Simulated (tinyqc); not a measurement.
Frequency dispersion of an accumulation capacitance by border traps, distributed model: one step of the calculation.

Traps spread evenly through the insulator exchange electrons with the semiconductor by tunnelling, with tau(x) = t0 exp(2 ka x) at depth x from the interface. The admittance per area Y seen at depth x obeys dY/dx = -Y^2/(i w eps0 eox) + q Nb ln(1 + i w tau)/tau, with Y(0) = i w Cs and w = 2 pi f; the gate sees Y(tox) = G + i w C. Working variable y = Y/(i w), in uF/cm^2. Cox = eps0 eox/tox.

Problem. Capacitance and conductance at the gate. Beyond xe the traps are ignored, so 1/y(tox) = 1/y(xe) + (tox - xe)/(eps0 eox); C = Re y, G/w = -Im y, loss tangent G/(w C).

Parameters, values chosen for the exercise; permittivity close to that of hafnium oxide:
- eox = 19.5 (relative permittivity of the insulator)
- tox = 3.1 nm (insulator thickness)
- xe = 2 nm (depth down to which the steps are taken)

Constants: eps0 = 8.8541878128e-14 F/cm where lengths are in cm. Results are converted to the units shown.

y at xe = 2.7742371-0.1928328i uF/cm^2

Find: y at the gate; C; G/w; loss tangent.

Solution.

y at the gate = 2.359-0.139i uF/cm^2
C = 2.359 uF/cm^2
G/w = 0.1392 uF/cm^2
loss tangent = 0.05903

Computed by the program tinyqc: `OMP_NUM_THREADS=1 python tinyqc.py 2202109 2202110 out.jsonl`, one thread of a shared Intel Xeon 2.30GHz, about 0.3 s for the whole run.
